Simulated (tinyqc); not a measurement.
Worked calculation: CCSD on RHF in the sto-6g basis, frozen core, for BeH2, spin multiplicity 1. One step of it, computed by the program tinyqc.

Task: CCSD: starting amplitudes. t_ij^ab = <ij||ab> / (e_i + e_j - e_a - e_b), whose energy is MP2.

orbital energies (hartree): MO1 -4.606123, MO2 -0.411398, MO3 -0.368722, MO4 0.209837, MO5 0.209837, MO6 0.335120, MO7 0.657007

Two-electron integrals over orbitals (pq|rs), unique and non-zero (hartree); the lowest 1 orbital is frozen and left out:
```
(22|22) 0.369718    (32|32) 0.158408    (33|22) 0.381275    (33|33) 0.404483
(42|42) 0.046578    (43|43) 0.012040    (44|22) 0.350016    (44|33) 0.330667
(44|44) 0.450117    (52|52) 0.046578    (53|53) 0.012040    (54|54) 0.024258
(55|22) 0.350016    (55|33) 0.330667    (55|44) 0.401601    (55|55) 0.450117
(62|22) -0.013636   (62|33) -0.040416   (62|44) 0.070733    (62|55) 0.070733
(62|62) 0.085029    (63|32) -0.091936   (63|63) 0.087835    (64|42) 0.046413
(64|64) 0.049569    (65|52) 0.046413    (65|65) 0.049569    (66|22) 0.372658
(66|33) 0.383279    (66|44) 0.351266    (66|55) 0.351266    (66|62) -0.025016
(66|66) 0.389759    (72|32) -0.039381   (72|63) 0.063610    (72|72) 0.058170
(73|22) 0.000909    (73|33) -0.018271   (73|44) 0.072253    (73|55) 0.072253
(73|62) 0.080649    (73|66) -0.018583   (73|73) 0.088595    (74|43) 0.013161
(74|74) 0.017033    (75|53) 0.013161    (75|75) 0.017033    (76|32) 0.139237
(76|63) -0.089934   (76|72) -0.045890   (76|76) 0.134966    (77|22) 0.395350
(77|33) 0.410666    (77|44) 0.374897    (77|55) 0.374897    (77|62) -0.015506
(77|66) 0.405743    (77|73) 0.005658    (77|77) 0.447196
```

Give: Starting amplitudes; correlation energy.

Result:

Starting amplitudes (spin orbitals 1a, 1b, ...; amplitudes related by a flip of all spins are not repeated):
```
from      to        t
3a 3b  6a 6b  -0.0624
2a 2b  6a 6b  -0.0570
2a 3b  6a 7b  -0.0455
3a 3b  7a 7b  -0.0432
2a 2b  5a 5b  -0.0375
2a 2b  4a 4b  -0.0375
2a 3b  6b 7a   0.0359
2a 2b  7a 7b  -0.0272
3a 3b  5a 5b  -0.0104
3a 3b  4a 4b  -0.0104
2a 3a  6a 7a  -0.0096
```

correlation energy = -0.031709 hartree
